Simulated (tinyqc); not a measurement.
Decay of LO phonons and the hot-phonon bottleneck in the cooling of electrons: one step, computed by the program tinyqc. Command: `OMP_NUM_THREADS=1 python tinyqc.py 3026041 3026042 out.jsonl hotphonon walk`. One thread of a shared host (Intel(R) Xeon(R) Processor @ 2.30GHz), about 0.01 s of CPU time with the checks.

n(E, T) = 1/(exp(E/(k_B T)) - 1) is the Bose occupation. Electrons have a temperature T_e; the LO modes within their reach share one occupation N; the decay products stay at the lattice temperature.

Problem. Electron and phonon temperatures in closed form. Net emission per electron: [(N + 1) x - N]/tau_sp with x = exp(-hbar omega/(k_B T_e)), a simple two-level balance; steady state of the modes: n [(N + 1) x - N]/tau_sp = N_m (N - N_0)/tau; power per electron P = hbar omega [(N + 1) x - N]/tau_sp. With p = P tau_sp/(hbar omega): N = N_0 + r p and x = (p + N)/(N + 1); without hot phonons N = N_0. The mode temperature T_LO solves n(hbar omega, T_LO) = N.

Inputs (values chosen for the exercise, modelled on gallium oxide): LO energy hbar omega = 45 meV; lattice temperature T = 77 K; power supplied per electron P = 0.51 nW.

Decay channel: two unequal phonons (Ridley).

emission time tau_sp = 4.568488 fs

equilibrium LO occupation N_0 = 0.001135450

bottleneck ratio r = 4.317765

Constants: e = 1.602176634e-19 C; k_B = 8.617333262e-05 eV/K.

Give: reduced power p; LO occupation N; electron temperature T_e; T_e without hot phonons; mode temperature T_LO.

Solution.

reduced power p = 3.232e-04

LO occupation N = 0.002531

electron temperature T_e = 89.09 K

T_e without hot phonons = 79.95 K

mode temperature T_LO = 87.30 K

Caution: alpha is above 1/2, so hbar/tau_sp exceeds hbar omega and the emission time, a weak-coupling result, is only rough.
